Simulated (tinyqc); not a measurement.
AlGaN/GaN HEMT with access regions, lumped model: one step of the calculation.

A polarisation-induced electron sheet under a Schottky gate, in series with two ungated access regions and contacts. Drift law v = mu E/(1 + mu E/vs) under the gate. Currents in mA/mm, resistances in ohm mm. No self-heating, no channel-length modulation; fits for polarisation, barrier and offset are chosen for the exercise.

Task. Polarisation charge, threshold and sheet resistance. sigma = (5e13 x + 1.6e13 x^2) cm^-2, phiB = 0.84 + 1.3 x, dEc = 0.7 (1.71 x + x^2) in volts, Cb = eps0 eps_r/d, VT = phiB - dEc - q sigma/Cb, access density n0 = -Cb VT/q. Rsh = 1/(q mu n0); largest access current q n0 vs.

Values chosen for this exercise; values close to those of AlGaN/GaN structures:
- x = 0.25 (aluminium share of the barrier)
- d = 30 nm (barrier thickness)
- eps_r = 9.2 (relative permittivity of barrier and channel)
- mu = 1100 cm^2/(V s) (channel mobility)
- vs = 1.6e7 cm/s (saturation velocity)

Constants: q = 1.602176634e-19 C, eps0 = 8.8541878128e-14 F/cm where lengths are in cm. Results are converted to the units shown.

Give: sigma; Cb; VT; n0; Rsh; q n0 vs.

Result.

sigma = 1.3500e13 cm^-2
Cb = 0.27153 uF/cm^2
VT = -7.1438 V
n0 = 1.2107e13 cm^-2
Rsh = 468.67 ohm
q n0 vs = 3103.6 mA/mm

Numbers from tinyqc (`OMP_NUM_THREADS=1 python tinyqc.py 2570172 2570173 out.jsonl`; about 0.03 s on one thread of a shared Intel Xeon 2.30GHz).
